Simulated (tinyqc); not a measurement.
Temperature and isotope dependence of a band gap in oscillator models: one step. The gap at T. Four cases, with inputs chosen for the exercise.

Question. Give the occupations, the two terms, the gap, ZP and the static gap.

E(T) = E0 - sum_i sl_i th_i n_i(T), n = 1/(exp(th/T) - 1). The same coupling lowers the gap at 0 K by the zero-point term ZP = sum_i sl_i th_i/2, so the gap of the static lattice is E0 + ZP. Thermal expansion is taken as part of the slopes.

Case 1.

Values chosen (near those of GaP; not measured data): E0 = 2.332 eV (gap at 0 K); th = (172, 414) K (temperatures of two oscillators); sl = (0.0828, 0.3772) meV/K (their high-temperature slopes); T = 300 K (temperature).

Case 2.

Values chosen (near those of diamond; not measured data): E0 = 5.453 eV (gap at 0 K); th = (454, 1556) K (temperatures of two oscillators); sl = (0.1737, 0.4253) meV/K (their high-temperature slopes); T = 400 K (temperature).

Case 3.

Values chosen (near those of AlN; not measured data): E0 = 6.13 eV (gap at 0 K); th = (249, 931) K (temperatures of two oscillators); sl = (0.1993, 0.5978) meV/K (their high-temperature slopes); T = 150 K (temperature).

Case 4.

Values chosen (near those of InAs; not measured data): E0 = 0.412 eV (gap at 0 K); th = (54, 220) K (temperatures of two oscillators); sl = (0.0432, 0.2268) meV/K (their high-temperature slopes); T = 50 K (temperature).

Give: n_i; terms; E(T); ZP; static gap.

Answer.

Case 1.

n_i: 1.29170  0.33615

terms (meV): 18.396  52.493

E(T) = 2.2611 eV
ZP = 85.20 meV
static gap = 2.4172 eV

The thermal fall, 70.9 meV, is smaller than the zero-point term, 85.2 meV; the soft oscillator supplies 26 % of the fall but 8 % of ZP. A calculation with clamped ions should be compared with the static gap.

Case 2.

n_i: 0.47367  0.02087

terms (meV): 37.354  13.812

E(T) = 5.4018 eV
ZP = 370.31 meV
static gap = 5.8233 eV

The thermal fall, 51.2 meV, is smaller than the zero-point term, 370.3 meV; the soft oscillator supplies 73 % of the fall but 11 % of ZP. A calculation with clamped ions should be compared with the static gap.

Case 3.

n_i: 0.23478  0.00202

terms (meV): 11.651  1.124

E(T) = 6.1172 eV
ZP = 303.09 meV
static gap = 6.4331 eV

The thermal fall, 12.8 meV, is smaller than the zero-point term, 303.1 meV; the soft oscillator supplies 91 % of the fall but 8 % of ZP. A calculation with clamped ions should be compared with the static gap.

Case 4.

n_i: 0.51422  0.01243

terms (meV): 1.200  0.620

E(T) = 0.4102 eV
ZP = 26.11 meV
static gap = 0.4381 eV

The thermal fall, 1.8 meV, is smaller than the zero-point term, 26.1 meV; the soft oscillator supplies 66 % of the fall but 4 % of ZP. A calculation with clamped ions should be compared with the static gap.

Computed by tinyqc, one run a case: `OMP_NUM_THREADS=1 python tinyqc.py N N+1 out.jsonl` with N = 1880737, 1880909, 1880931, 1881162; one thread of a shared Intel(R) Xeon(R) Processor @ 2.30GHz, about 0.01 s a run at most.
